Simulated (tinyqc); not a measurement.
# A square-lattice strip 2 sites wide, recursive Green functions: two studies

The device has N = 5 slices of 2 site(s), nearest-neighbour hopping -t, and site energies U; the leads are semi-infinite continuations with site energy 0. V = <i+1|H|i> = -t 1.

Inputs (values chosen for the exercise):
- t = 1 eV (hopping (matrix element -t))
- U = [-0.12, 0.13, 0, -0.14, -0.17, -0.16, 0.1, 0.17, -0.23, -0.24] eV (site energies, slice by slice (2 a slice))
- E = 0.55 eV (energy)

Each table varies one quantity; the others keep the values above.

## The device repeated

Transverse modes n = 1..2: chi_n(j) = sqrt(2/3) sin(pi n j/3), energy e_n = -2 t cos(pi n/3). Sigma = t^2 sum_n chi_n chi_n^T g(E - e_n), g(x) = (x - i sqrt(4 t^2 - x^2))/(2 t^2) for |x| < 2 t and (x - sign(x) sqrt(x^2 - 4 t^2))/(2 t^2) otherwise; Gamma = i (Sigma - Sigma^dagger); both leads give the same. Forward pass: g_1 = (E - H_1 - Sigma)^(-1), g_i = (E - H_i - V g_(i-1) V^dagger)^(-1), with Sigma also subtracted on the last slice; G_(i,1) = g_i V G_(i-1,1), starting from g_1. H_i is the block of slice i: its site energies on the diagonal and -t between neighbouring rows. T(E) = Tr[Gamma G_(N,1) Gamma G_(N,1)^dagger]. The list U is repeated k times, so the device has k N slices.

The device repeated:
```
k	T(E)	ln T(E)
1	1.910	0.6469
2	1.733	0.5501
3	1.576	0.4551
4	1.455	0.3749
5	1.360	0.3074
6	1.291	0.2554
8	1.256	0.2280
10	1.392	0.3309
12	1.667	0.5110
```

T(E) moves between 1.26 and 1.91 and does not die away: at least one band of the periodic structure that the repeats form is open at this energy.

## Transmission against energy

Same model as above.

Results:
```
E (eV)	open modes	T(E)	T(E) per open mode
-2.9	1	0.94666	0.94666
-2.42	1	0.97147	0.97147
-1.93	1	0.94843	0.94843
-1.45	1	0.94643	0.94643
-0.97	2	1.6015	0.80074
-0.48	2	1.8941	0.94707
0	2	1.8860	0.94298
0.48	2	1.9064	0.95322
1.45	1	0.94583	0.94583
1.93	1	0.94713	0.94713
2.42	1	0.98202	0.98202
2.9	1	0.85624	0.85624
```

Estimate the missing row, E = 0.97 eV.

Computed row:
```
E (eV)	open modes	T(E)	T(E) per open mode
0.97	2	1.4233	0.71164
```

With this row back in the table: T(E) lies between 0.856 (E = 2.9 eV) and 1.91 (E = 0.48 eV) in these rows. The leads offer 1 to 2 open mode(s), of which the mean share 0.92 is transmitted.

Program tinyqc, `OMP_NUM_THREADS=1 python tinyqc.py 2660132 2660133 out.jsonl`; Intel Xeon 2.30GHz, shared host, one thread, about 0.02 s.
